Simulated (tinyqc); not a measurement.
Scaling with the misfit: strain-driven roughening and islands of a mismatched epitaxial film. Computed by tinyqc, a small Python program. Command: `OMP_NUM_THREADS=1 python tinyqc.py 3003205 3003206 out.jsonl island walk`. One thread of a shared host (Intel(R) Xeon(R) Processor @ 2.30GHz), about 0.01 s of CPU time with the checks.

Film and substrate share isotropic elastic constants; the film is coherent and biaxially strained.

Inputs (values chosen for the exercise, modelled on Ge on Si):
```
quantity                                      value       unit
misfit |f|                                   0.0422          -
shear modulus G                                53.9        GPa
Poisson ratio nu                               0.25          -
surface energy gamma                           1.03      J/m^2
contact angle of the shallow shape theta_1     12.5    degrees
contact angle of the steep shape theta_2       29.6    degrees
facet energy of shape 1 over gamma           0.9953          -
facet energy of shape 2 over gamma            1.028          -
surface mobility D_s nu_s Omega^2/(k_B T)   1.9e-33  m^6/(J s)
```

Transport: surface diffusion.

Constants: e = 1.602176634e-19 C.

Method:
- M = 2 G (1 + nu)/(1 - nu); stress = M f; energy density w = M f^2.
- A ripple A cos(k x) has the surface chemical potential per volume [gamma k^2 - 2 (1 + nu) w k] A cos(k x), so k_c = 2 (1 + nu) w/gamma. With surface diffusion the amplitude grows at the rate q = B k^2 [2 (1 + nu) w k - gamma k^2], fastest at k_m = (3/4) k_c. B is the surface mobility.
- Shallow faceted island (Tersoff form): E = 4 Gam V^(2/3) tan^(1/3)(theta) - 6 c V tan(theta), Gam = gamma [x/sin(theta) - 1/tan(theta)], x the facet energy over gamma, c = stress^2 (1 - nu)/(2 pi G).
- The barrier is the maximum of E, at V_c = [4 Gam/(9 c)]^3 / tan^2(theta) (1 GPa nm = 1 J/m^2).
- V_c = [4 Gam/(9 c)]^3/tan^2(theta), barrier = (4/3) Gam V_c^(2/3) tan^(1/3)(theta); the growth time is 1/q at k_m.

fastest wavelength = 10.7876 nm

growth time 1/q at k_m = 0.0133200 s

critical volume, shape 1 = 0.640354 nm^3

barrier, shape 1 = 0.338407 eV

Misfit scaled at fixed constants:
```
|f| (%)  fastest wavelength (nm)  growth time (s)  V_c of shape 1 (nm^3)  barrier of shape 1 (eV)
1.055                     172.60       8.7294e+02             2.6229e+03               8.6632e+01
1.477                      88.06       5.9151e+01             3.4835e+02               2.2551e+01
2.110                      43.15       3.4099e+00             4.0983e+01               5.4145e+00
2.954                      22.02       2.3106e-01             5.4429e+00               1.4094e+00
4.220                      10.79       1.3320e-02             6.4035e-01               3.3841e-01
5.908                       5.50       9.0257e-04             8.5046e-02               8.8090e-02
```

Halving the misfit stretches the wavelength 4 times, the barrier 16 times, the volume 64 times and the time 256 times: f^(-2), f^(-4), f^(-6), f^(-8). Over these rows the time spans 6.0 decades: strongly mismatched films tend to roughen first, while dilute alloys have time to stay flat. Rows with wavelengths under 10 nm or volumes under 5 nm^3 are beyond the continuum picture. Caution: a critical volume below 1 nm^3 holds fewer than a hundred atoms, so a continuum barrier there has no physical meaning.

Extremes, crossings and ranges named in words are read from the listed rows.
